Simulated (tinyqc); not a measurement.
Metal gate on a two-layer dielectric stack with fixed charge and a dipole: one step of the calculation.

Gate, layer 2, layer 1, p-type semiconductor; x runs from the gate inwards. Charges are counted in units of +q. psi is the band bending at the surface, positive towards inversion. Classical charge, Boltzmann statistics, no interface traps.

Problem. Flat-band voltage, term by term. EOT = 3.9 (t1/e1 + t2/e2), Cox = eps0/(t1/e1 + t2/e2); phi_ms = pM - (chi + Eg - Vt ln(Nv/Na)). Vfb = phi_ms + Vd - (q/eps0) [Q1 (t1/e1 + t2/e2) + Q2 t2/e2 + r1 (t1^2/(2 e1) + t1 t2/e2) + r2 t2^2/(2 e2)]: each charge counts with its electrical distance from the gate.

Inputs (values chosen for the exercise); band and dielectric values close to those of silicon, layer 1 close to silicon dioxide, layer 2 close to hafnium oxide:

| symbol | value | unit | meaning |
|---|---|---|---|
| T | 300 | K | temperature |
| Eg | 1.14 | eV | band gap |
| Nv | 2.66e19 | cm^-3 | valence-band density of states at T |
| chi | 4 | eV | electron affinity |
| Na | 7.1e16 | cm^-3 | acceptor density |
| pM | 4.54 | eV | work function of the gate metal |
| t1 | 1.8 | nm | thickness of layer 1, next to the semiconductor |
| e1 | 3.98 |  | relative permittivity of layer 1 |
| t2 | 4.3 | nm | thickness of layer 2, next to the gate |
| e2 | 21.6 |  | relative permittivity of layer 2 |
| Q1 | 1.3e11 | cm^-2 | fixed charge at the semiconductor interface |
| Q2 | 2.8e11 | cm^-2 | fixed charge between the layers |
| r1 | 6.2e18 | cm^-3 | uniform charge density in layer 1 |
| r2 | 7.1e17 | cm^-3 | uniform charge density in layer 2 |
| Vd | 0 | V | flat-band shift by a dipole layer between the layers |

Constants: q = 1.602176634e-19 C, kB = 1.380649e-23 J/K, Vt = kB T/q, eps0 = 8.8541878128e-14 F/cm where lengths are in cm. Results are converted to the units shown.

Find: terms; Vfb.

Solution.

terms (V): phi_ms -0.4468, dipole 0.0000, Q1 -0.0153, Q2 -0.0101, r1 -0.0859, r2 -0.0055
Vfb = -0.5636 V

Apart from phi_ms the largest term is that of r1, -85.9 mV; all charges and the dipole together move Vfb by -117 mV.

tinyqc, about 0.01 s, one thread, Intel Xeon 2.30GHz (shared host): `OMP_NUM_THREADS=1 python tinyqc.py 2010075 2010076 out.jsonl`
